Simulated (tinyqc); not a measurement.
Geometry alone against geometry with stress: oxidation of curved silicon (wires and holes): cylindrical Deal-Grove kinetics with stress-retarded reaction. Computed by tinyqc, a small Python program. Command: `OMP_NUM_THREADS=1 python tinyqc.py 3022461 3022462 out.jsonl wireox walk`. One thread of a shared host (Intel(R) Xeon(R) Processor @ 2.30GHz), about 0.01 s of CPU time with the checks.

Silicon fills r < a and oxide a < r < b. One volume of silicon gives 2.25 volumes of oxide, and the length is fixed.

Inputs (values chosen for the exercise, close to those used for silicon in dry oxygen):

| quantity | value | unit |
|---|---|---|
| prefactor B0 | 735 | um^2/h |
| activation energy E_B | 1.24 | eV |
| prefactor (B/A)0 | 4.76e+06 | um/h |
| activation energy E_A | 1.99 | eV |
| starting silicon radius a0 | 25 | nm |
| starting oxide x_i | 2 | nm |
| viscosity prefactor eta0 | 5e-09 | Pa s |
| viscosity energy E_eta | 5.62 | eV |
| critical shear stress s_c | 44 | MPa |
| activation volume V_k | 5.9 | angstrom^3 |
| temperature T | 1000 | C |
| time t | 0.16 | h |

Shape: wire (convex).

Constants: k_B = 8.617333262e-05 eV/K.

Method:
- B = B0 exp(-E_B/(k_B T)), B/A = (B/A)0 exp(-E_A/(k_B T)), eta = eta0 exp(E_eta/(k_B T)); 1 um = 1000 nm.
- Temperatures in kelvin are T(C) + 273.15.
- Geometry: b^2 = b0^2 + 1.25 (a0^2 - a^2), b0 = a0 + x_i.
- Rate of oxide made per interface area: q = 1/[1/k + 2 a |ln(b/a)|/B], and |da/dt| = q/2.25. Reaction k = (B/A) exp(-sigma V_k/(k_B T)). New oxide pushes the old with radial speed u = 1.25 |da/dt| at r = a; the shear stress at radius r is s_c asinh(z a^2/r^2), z = 2 eta u/(a s_c) (Eyring flow), and the compressive normal stress at the interface is sigma = |int_a^b 2 s/r dr| = s_c |F(z) - F(z a^2/b^2)|, F(y) = int_0^y asinh(w)/w dw. q and sigma are solved together. 1 MPa angstrom^3 = 6.241509e-6 eV.
- Integrate da/dt adaptively (tolerance 1e-8); a wire counts as consumed at a = 0.5 nm and a hole as closed at b = 0.5 nm. Planar reference: x^2 + A x = B t + x_i^2 + A x_i, A = B/(B/A).
- A dash marks a stress-free run that has consumed the wire or closed the hole.

B = 9072.64 nm^2/h

B/A = 63.1205 nm/h

low-stress viscosity eta = 8.82676e+13 Pa s

k_B T = 0.109712 eV

Oxide thickness (nm):

| t (h) | planar | curved, no stress | curved, with stress | a (nm) | sigma (MPa) |
|---|---|---|---|---|---|
| 0.0048 | 2.294 | 2.282 | 2.276 | 24.872 | 61.00 |
| 0.0160 | 2.976 | 2.929 | 2.909 | 24.574 | 77.69 |
| 0.0320 | 3.940 | 3.831 | 3.787 | 24.157 | 100.67 |
| 0.0640 | 5.831 | 5.562 | 5.456 | 23.341 | 144.08 |
| 0.1120 | 8.585 | 8.002 | 7.778 | 22.161 | 204.27 |
| 0.1600 | 11.247 | 10.287 | 9.923 | 21.024 | 260.22 |
| 0.2400 | 15.504 | 13.814 | 13.185 | 19.206 | 347.48 |
| 0.3200 | 19.564 | 17.061 | 16.135 | 17.465 | 430.61 |

What does the comparison show, and why?

At 0.32 h the thickness is 0.872 of the planar value from geometry alone and 0.825 with stress. On a wire the new oxide spreads over a larger circumference, which thins it, while the oxidant converges on a smaller interface. Stress takes 5 % off the stress-free value. Caution: elasticity of the oxide, stress-dependent diffusion and thin-oxide enhancement are left out.
